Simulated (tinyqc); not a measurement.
Hot electrons in a saturated n-channel MOSFET, lucky-electron model: course of the iteration: body bias from the substrate current.

Beyond pinch-off the lateral field grows as Esat cosh(y/l) over the velocity-saturated region (pseudo-two-dimensional model). Impact ionisation in this region gives the substrate current, which biases the body forward through Rsub. Currents are per width. Local-field laws: they overstate ionisation when the field peak is narrower than an energy relaxation length.

Cox = 3.9 eps0/tox. Overdrive g = Vg - VT + kb Vb; Vdsat = g Esat L/(g + Esat L); Id = Cox vs (g - Vdsat); dV = Vd - Id Rd - Vdsat; Em = sqrt((dV/l)^2 + Esat^2); Isub = Id (Ai/Bi) l Em exp(-Bi/Em). Vb(new) = Rsub Isub.

Stop when Vb changes by less than 1e-9 V, or after 60 iterations.

Values chosen for this exercise; values close to those of silicon n-channel devices: channel length L = 0.25 um; oxide thickness tox = 5.5 nm; threshold VT = 0.79 V; saturation velocity vs = 8.8e6 cm/s; ionisation prefactor Ai = 2e6 1/cm; ionisation field Bi = 1.79 MV/cm; resistance of the lightly doped drain Rd = 400 ohm um; substrate resistance Rsub = 2900 ohm um; fall of VT per volt of forward body bias kb = 0.27; drain voltage Vd = 2 V; gate voltage Vg = 1.4 V.

Constants: eps0 = 8.8541878128e-14 F/cm where lengths are in cm. Results are converted to the units shown.

Vb at the start = 0 V
l = 34.4674 nm
Esat = 0.044 MV/cm

Course of the iteration:

| iteration | Vb (V) | \|change\| (V) |
|---|---|---|
| 1 | 0.0118998 | 0.0119 |
| 2 | 0.0119374 | 3.76e-5 |
| 3 | 0.0119375 | 1.18e-7 |
| 4 | 0.0119375 | 3.71e-10 |

Did this iteration meet its convergence test, and what does its course show?

Yes. Converged in 4 iterations. At the end each change is about 0.0031 times the one before: linear convergence.

Program tinyqc, `OMP_NUM_THREADS=1 python tinyqc.py 2550131 2550132 out.jsonl`; Intel Xeon 2.30GHz, shared host, one thread, about 0.01 s.
